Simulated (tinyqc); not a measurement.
Diameter from the threshold shift.

Inverse problem. Undoped body with a flat potential across it, hard walls, transport along x. One isotropic valley (g = 1, mx = my = mz = me). Non-parabolicity enters the subband edges through E (1 + al E) = gamma, so E = 2 gamma/(1 + sqrt(1 + 4 al gamma)); motion within a subband is taken as parabolic with the band-edge mass. Energies are counted from the bulk band edge. gamma = C (2 z/(t + dl))^2 (1/my + 1/mz)/2, z the zeros of the Bessel functions J_l (2.404826, 3.831706, 5.135622, 5.520078, ...), twofold for l > 0; the mean inverse mass is an approximation for anisotropic valleys, C = hbar^2/(2 m0). Each subband has N_k = g sqrt(2 mx m0 kB T/(pi hbar^2)); without degeneracy n = exp(EF/Vt) sum N_k exp(-E_k/Vt). Classical value Nc times pi t^2/4, Nc = sum over valleys of 2 g (m m0 kB T/(2 pi hbar^2))^1.5 with m = (mx my mz)^(1/3). Threshold shift dVT = Vt ln(classical value/sum N_k exp(-E_k/Vt)). Find t and the lowest subband edge.

Values chosen for this exercise; masses close to those of InAs:
```
symbol,value,unit,meaning
T,200,K,temperature
me,0.0225,m0,mass at the band edge
al,2.9,1/eV,non-parabolicity
dl,0.2,nm,widening of the box by penetration into the insulator
```

Constants: q = 1.602176634e-19 C, kB = 1.380649e-23 J/K, hbar = 1.054571817e-34 J s, m0 = 9.1093837015e-31 kg, Vt = kB T/q, hbar^2/(2 m0) = 0.0380998212 eV nm^2. Results are converted to the units shown.

dVT = 222.80069 mV

Solution. dVT is evaluated for trial values of t with all subbands; between 1.5 and 25 nm one value matches.

t = 8.700 nm
E_1 = 275.1 meV

Numbers from tinyqc (`OMP_NUM_THREADS=1 python tinyqc.py 2350128 2350129 out.jsonl`; about 0.1 s on one thread of a shared Intel Xeon 2.30GHz).
